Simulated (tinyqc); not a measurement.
## Floating body of a partially depleted SOI transistor: body voltage and kink: transfer curve and swing

Source at 0 V. Channel current Ic = 2 nf K Vt^2 [F(0) - F(Vd)](1 + la Vd), F(V) = ln^2(1 + exp((Vg - VT - nf V)/(2 nf Vt))), VT = VT0 - gb Vb. Saturation voltage Vs = 2 Vt sqrt(F(0)) + 3 Vt, excess Ve = (Vd - Vs + sqrt((Vd - Vs)^2 + 0.0004 V^2))/2, multiplication M1 = Ai Ve exp(-Bl/Ve). Each junction passes D(v) = J1 (exp(v/Vt) - 1) + J2 (exp(v/(2 Vt)) - 1). Bipolar current Ib = bb J1 (exp(Vb/Vt) - 1). The body settles where M1 (Ic + Ib) = D(Vb) + D(Vb - Vd) + Vb/Rb; drain current Id = (1 + M1)(Ic + Ib) - D(Vb - Vd).

Rows with more than one solution for Vb (latch) are left out; dId/dVd by a forward difference over 1e-4 V, swing = 1e-4 V over the change of log10 Id; M1 under 1e-12 is printed as 0.

Values chosen for this exercise; values of the order met in partially depleted silicon-on-insulator transistors:

| symbol | value | unit | meaning |
|---|---|---|---|
| T | 300 | K | temperature |
| VT0 | 0.53 | V | threshold at zero body voltage |
| gb | 0.33 |  | fall of the threshold per volt of body voltage |
| nf | 1.29 |  | slope factor |
| K | 540 | uA/(V^2 um) | gain factor per width |
| la | 0.06 | 1/V | channel-length modulation factor |
| Ai | 1.29 | 1/V | impact-ionisation prefactor |
| Bl | 6.4 | V | impact-ionisation voltage |
| J1 | 1.4e-13 | uA/um | diffusion saturation current of each junction |
| J2 | 8.9e-8 | uA/um | recombination saturation current of each junction |
| bb | 3 |  | gain of the lateral bipolar transistor on the diffusion current |
| Rb | 1e9 | kohm um | resistance of a weak body tie to the source (1e9 stands for no tie, and the term is then dropped) |
| Vd | 1.6 | V | drain voltage |

Constants: q = 1.602176634e-19 C, kB = 1.380649e-23 J/K, Vt = kB T/q. Results are converted to the units shown.

Results:
columns A: Vg (V); B: Vb (V); C: M1; D: Id, floating (uA/um); E: Id, grounded (uA/um); F: ratio; G: swing, floating (mV/decade); H: swing, grounded (mV/decade)
```
A           B         C         D         E      F      G      H
0.08  0.05291   0.02934  2.532e-6  1.537e-6  1.648  68.18  81.55
0.18   0.2363   0.02926  2.964e-4  2.901e-5  10.22  39.04  77.23
0.28   0.5167   0.02799   0.07399  5.696e-4  129.9  50.14  77.70
0.38   0.6536   0.02309     1.812   0.01056  171.5  110.7  80.73
0.48   0.6977   0.01719     8.174    0.1570  52.06  210.2  92.70
0.58   0.7153   0.01221     19.56     1.350  14.49  328.1  128.9
0.78   0.7232  0.005478     55.68     14.72  3.784  575.9  298.2
0.88   0.7199  0.003420     79.99     28.43  2.814  699.7  408.1
```

Estimate the missing row, Vg = 0.68 V.

Computed row:
columns A: Vg (V); B: Vb (V); C: M1; D: Id, floating (uA/um); E: Id, grounded (uA/um); F: ratio; G: swing, floating (mV/decade); H: swing, grounded (mV/decade)
```
A          B         C      D      E      F      G      H
0.68  0.7222  0.008349  35.49  5.738  6.186  451.7  200.4
```

With this row back in the table: Vb goes from 0.0529 through a maximum of 0.723 (at Vg = 0.78 V among the rows listed) to 0.720 V. The smallest swing among the rows is 39.0 mV a decade with a floating body (at Vg = 0.18 V) and 77.2 with a grounded one; Vt ln 10 = 59.5. The floating swing is smaller by more than 3 % for Vg = 0.08, 0.18, 0.28 V, where the rising Vb lowers the threshold as Vg rises. In the first row the floating body raises the current by a factor of 1.65.

Range of the model: The multiplication law is an empirical form chosen for the exercise; self-heating and capacitive coupling to the body are left out, and the linear laws are rough once Vb passes about 0.7 V or M1 about 0.1.

Computed by the program tinyqc: `OMP_NUM_THREADS=1 python tinyqc.py 2182085 2182086 out.jsonl`, one thread of a shared Intel Xeon 2.30GHz, about 0.2 s for the whole run.
